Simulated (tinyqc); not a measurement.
## Off-state leakage of single and stacked transistors: leakage components against the temperature

n-channel devices of unit width. Subthreshold current I(Vg, Vs, Vd) = I0 (T/300 K)^0.5 exp[(Vg - Vs - VT(T) - gb (Vs - Vb) + dd (Vd - Vs))/(nf Vt)] (1 - exp(-(Vd - Vs)/Vt)), VT(T) = VT - cT (T - 300 K). Gate-edge tunnelling Ig (Vd/1 V) exp(ag (Vd - 1 V)), for a gate at 0 V, and band-to-band leakage Ab u exp(-Bb/u), u = Vd - Vb + 1 V, flow at a drain held at V; both are taken as independent of T. In a stack of off transistors (all gates at 0 V) the same subthreshold current passes through each.

One transistor with Vg = Vs = 0, Vd = V; stack factor I(one)/I(two in series).

Parameters, values chosen for the exercise; values of the order met in bulk silicon logic transistors:
- V = 0.9 V (supply voltage)
- VT = 0.28 V (threshold at 300 K, zero drain and body bias)
- cT = 0.7 mV/K (fall of the threshold with temperature)
- I0 = 0.92 uA/um (current at threshold at 300 K)
- nf = 1.46 (slope factor)
- dd = 0.12 (drain-induced lowering per volt)
- gb = 0.19 (rise of the threshold per volt of source-body bias)
- Ig = 0.0004 uA/um (gate-edge tunnelling current at 1 V)
- ag = 5.4 1/V (exponential slope of the gate current)
- Ab = 200 uA/(um V) (prefactor of band-to-band leakage at the drain)
- Bb = 28 V (its exponential voltage)
- Vb = -0.3 V (body voltage)

Constants: q = 1.602176634e-19 C, kB = 1.380649e-23 J/K, Vt = kB T/q. Results are converted to the units shown.

The same in every row: gate edge (nA/um) = 0.2098; band-to-band (nA/um) = 1.306.

Results:

| T (K) | subthreshold (nA/um) | total (nA/um) | stack factor | largest part |
|---|---|---|---|---|
| 250 | 0.1901 | 1.706 | 23.87 | band-to-band |
| 300 | 2.132 | 3.648 | 14.43 | subthreshold |
| 325 | 5.430 | 6.946 | 11.93 | subthreshold |
| 350 | 12.13 | 13.65 | 10.16 | subthreshold |
| 375 | 24.41 | 25.93 | 8.858 | subthreshold |
| 400 | 45.09 | 46.61 | 7.868 | subthreshold |
| 425 | 77.65 | 79.17 | 7.097 | subthreshold |

Estimate the missing row, T = 275 K.

Computed row:

| T (K) | subthreshold (nA/um) | total (nA/um) | stack factor | largest part |
|---|---|---|---|---|
| 275 | 0.7091 | 2.225 | 18.11 | band-to-band |

With this row back in the table: As T goes from 250 to 425, the total leakage rises from 1.71 to 79.2 nA/um. The band-to-band part leads at T = 250, the subthreshold part from 300 on. The subthreshold part doubles every 31.9 K between the last two rows. The reduction by a stack of two falls from 23.9 to 7.10, for the subthreshold part alone. For T = 425 the gate is within about 3 nf Vt of threshold, where the exponential law overstates the current.

Numbers from tinyqc (`OMP_NUM_THREADS=1 python tinyqc.py 2242145 2242146 out.jsonl`; about 0.03 s on one thread of a shared Intel Xeon 2.30GHz).
